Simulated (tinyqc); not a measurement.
Implanted layer, carriers, mobility and sheet resistance with incomplete ionisation: two steps of the calculation.

An n-type layer from the surface x = 0 to the junction xj, N(x) = N0 exp(-(x - Rp)^2/(2 sg^2)). Local neutrality (no depletion at surface or junction, no spilling of carriers), intrinsic carriers neglected, Boltzmann statistics.

Parameters, values chosen for the exercise; values close to those of phosphorus in silicon over a p-type background: temperature T = 400 K; background doping of the opposite type Nb = 4.9e15 cm^-3; peak chemical concentration N0 = 1.8e17 cm^-3; mobility limit at high doping m1 = 70.2 cm^2/(V s); mobility limit at low doping, at 300 K m2 = 1440 cm^2/(V s); reference doping of the mobility law Nr = 9.37e16 cm^-3; exponent of the mobility law am = 0.683; temperature exponent of m2 bt = 2.1; solubility limit of active dopant Ns = 3.87e20 cm^-3; conduction-band density of states at T NB = 4.3e19 cm^-3; ionisation energy in the dilute limit Ei = 0.0441 eV; degeneracy factor of the level gd = 2; lowering of Ei per N^(1/3) ks = 0 eV cm; straggle after annealing sg = 36 nm; projected range Rp = 23 nm.

Constants: q = 1.602176634e-19 C, kB = 1.380649e-23 J/K, Vt = kB T/q. Results are converted to the units shown.

Problem 1. Junction depth and local values. xj = Rp + sg sqrt(2 ln(N0/Nb)); 15 equal steps from 0 to xj. Active dopant A = min(N, Ns); n solves n (n + Nb)/(A - Nb - n) = K, K = (NB/gd) exp(-E/Vt), E = max(Ei - ks A^(1/3), 0), so n = 2 K (A - Nb)/[Nb + K + sqrt((Nb + K)^2 + 4 K (A - Nb))]; mobility mu = m1 + (m2 (T/300 K)^(-bt) - m1)/(1 + ((A + Nb)/Nr)^am).

Give: xj; x; N; A; n; mu.

Solution 1.

xj = 119.6 nm

```
point	x (nm)	N (cm^-3)	A (cm^-3)	n (1e17 cm^-3)	mu (cm^2/(V s))
0	0.0	1.468e17	1.468e17	1.385	370.2
1	8.0	1.650e17	1.650e17	1.559	356.8
2	16.0	1.766e17	1.766e17	1.669	349.0
3	23.9	1.799e17	1.799e17	1.701	346.9
4	31.9	1.746e17	1.746e17	1.650	350.3
5	39.9	1.613e17	1.613e17	1.524	359.4
6	47.9	1.418e17	1.418e17	1.338	374.2
7	55.8	1.187e17	1.187e17	1.117	394.8
8	63.8	9.467e16	9.467e16	0.884	421.2
9	71.8	7.185e16	7.185e16	0.662	453.0
10	79.8	5.192e16	5.192e16	0.466	489.2
11	87.7	3.573e16	3.573e16	0.306	528.2
12	95.7	2.340e16	2.340e16	0.184	567.5
13	103.7	1.460e16	1.460e16	0.097	604.3
14	111.7	8.667e15	8.667e15	0.038	635.9
15	119.6	4.900e15	4.900e15	0.000	660.7
```

At the point of highest doping 97.2 % of the net active dopant gives free carriers. The mobility runs from 347 to 661 cm^2/(V s).

Problem 2. Sheet quantities by the trapezoid rule. Dose = integral of N, carrier sheet density = integral of n, 1/Rs = q integral of n mu, mean mobility 1/(q Rs sheet density), Hall mobility (unit Hall factor) = integral of n mu^2 over integral of n mu, Hall sheet density = (integral of n mu)^2/integral of n mu^2; all from 0 to xj.

```
point	x (nm)	N (cm^-3)	n (1e17 cm^-3)	mu (cm^2/(V s))
0	0.00000	1.4677009e17	1.3854741	370.19234
1	7.97654	1.6498912e17	1.5589811	356.76804
2	15.95307	1.7658427e17	1.6689102	349.04784
3	23.92961	1.7994000e17	1.7006532	346.91880
4	31.90615	1.7457513e17	1.6498897	350.34436
5	39.88268	1.6125605e17	1.5235076	359.38221
6	47.85922	1.4181711e17	1.3381385	374.15532
7	55.83576	1.1874634e17	1.1167003	394.77151
8	63.81230	9.4665297e16	0.8838680	421.18444
9	71.78883	7.1852245e16	0.6616611	452.99759
10	79.76537	5.1924086e16	0.4662249	489.24270
11	87.74191	3.5725339e16	0.3064325	528.21466
12	95.71844	2.3402531e16	0.1843064	567.49172
13	103.69498	1.4595812e16	0.0967225	604.25450
14	111.67152	8.6670776e15	0.0376163	635.89279
15	119.64805	4.9e15	0.0000000	660.69435
```

Give: dose; carrier sheet density; Rs; mean mobility; Hall mobility; Hall sheet density.

Solution 2.

dose = 1.192e12 cm^-2
carrier sheet density = 1.108e12 cm^-2
Rs = 1.476e4 ohm/square
mean mobility = 381.8 cm^2/(V s)
Hall mobility = 388.9 cm^2/(V s)
Hall sheet density = 1.087e12 cm^-2

Carriers make up 92.9 % of the dose. A Hall measurement weights the mobile tail, so its sheet density is 1.8 % below the true one.

Program tinyqc, `OMP_NUM_THREADS=1 python tinyqc.py 2110025 2110026 out.jsonl`; Intel Xeon 2.30GHz, shared host, one thread, about 0.01 s.
